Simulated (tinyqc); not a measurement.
Plane-wave Kohn-Sham cycle with exchange-only LDA in a layered model solid, step by step. One step of it, computed by the program tinyqc.

Task: Iteration 1: Hamiltonian at one k. H(m,m') = (k + G_m)^2/2 delta + V(G_m - G_m'), with V(-G) = V(G).

A solid whose potential varies along x alone (atomic units):

| parameter | value |
|---|---|
| period a | 8.200000 |
| cross-section of the cell | 27.000000 |
| electrons per cell | 4 |
| grid points | 16 |
| plane waves -n..n, n | 3 |
| k points | 3 |
| V1 in V1 cos(2 pi x/a) | -0.140000 |

V(G_m), m = 0, 1, 2, ... (hartree): -0.258395  -0.070000  0.000000  0.000000  0.000000  0.000000  0.000000

k = 0.000000 2 pi / a

Give: H.

Result:

H (hartree):
```
        -3      -2      -1      +0      +1      +2      +3
-3   2.384  -0.070   0.000   0.000   0.000   0.000   0.000
-2  -0.070   0.916  -0.070   0.000   0.000   0.000   0.000
-1   0.000  -0.070   0.035  -0.070   0.000   0.000   0.000
+0   0.000   0.000  -0.070  -0.258  -0.070   0.000   0.000
+1   0.000   0.000   0.000  -0.070   0.035  -0.070   0.000
+2   0.000   0.000   0.000   0.000  -0.070   0.916  -0.070
+3   0.000   0.000   0.000   0.000   0.000  -0.070   2.384
```
